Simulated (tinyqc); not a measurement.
Length of a molecular wire: coherent transport through a tight-binding bridge. Computed by the program tinyqc. 

A uniform bridge between two chains:
```
parameter                        value
site energy (eV)              1.900000
hopping in the bridge (eV)    0.590000
lead hopping (eV)             2.800000
couplings (eV)              0.69, 0.68
E (eV)                       -0.010000
```

T = Gamma_L Gamma_R |G_1n|^2 with the self-energies of semi-infinite chains.

Transmission against length:
```
sites           T      ln T
2      3.5200e-03   -5.6493
3      4.2023e-04   -7.7747
4      5.0253e-05   -9.8984
5      6.0107e-06  -12.0220
6      7.1894e-07  -14.1455
7      8.5993e-08  -16.2690
8      1.0286e-08  -18.3925
9      1.2303e-09  -20.5160
10     1.4716e-10  -22.6395
```

E lies outside the band of the bridge (|E - e|/2h = 1.619 > 1), so T decays as exp(-beta n) with beta = 2 arccosh(1.619) = 2.1235 a site; the last two rows give 2.1235.
